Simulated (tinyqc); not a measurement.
Size effects in the resistivity of thin metal films and interconnect lines: one step, computed by the program tinyqc. Command: `OMP_NUM_THREADS=1 python tinyqc.py 3030344 3030345 out.jsonl size walk`. One thread of a shared host (Intel(R) Xeon(R) Processor @ 2.30GHz), about 0.01 s of CPU time with the checks.

Electrons lose their drift at surfaces (a share 1 - p of the hits) and at grain boundaries (reflection R), besides bulk scattering.

Task: Resistivity of the film. Both together (Mayadas-Shatzkes film): rho_b/rho = (rho_b/rho of the grains alone) - (6/(pi kappa))(1 - p) int_0^(pi/2) dphi int_0^1 ds (cos^2 phi/H^2)(s - s^3)(1 - exp(-kappa H/s))/(1 - p exp(-kappa H/s)), H = 1 + alpha/(cos phi sqrt(1 - s^2)), 40 x 80 Gauss-Legendre points. Sheet resistance rho/h; additive estimate rho_b (f_surface + f_grain - 1).

Inputs (values chosen for the exercise, modelled on iridium): bulk resistivity rho_b = 4.99 microohm cm; specularity p = 0.29; film thickness h = 6.6 nm.

Geometry: film.

rho/rho_b from grains = 3.125947

alpha = 1.556777

kappa = h/lambda = 0.9705882

rho/rho_b from surfaces = 1.315681

Give: resistivity rho; sheet resistance; additive estimate; error of the additive estimate.

Result:

resistivity rho = 16.949 microohm cm

sheet resistance = 25.680 ohm

additive estimate = 17.174 microohm cm

error of the additive estimate = 1.3276 %

Adding the two excesses (Matthiessen's rule) is 1.3 % high.
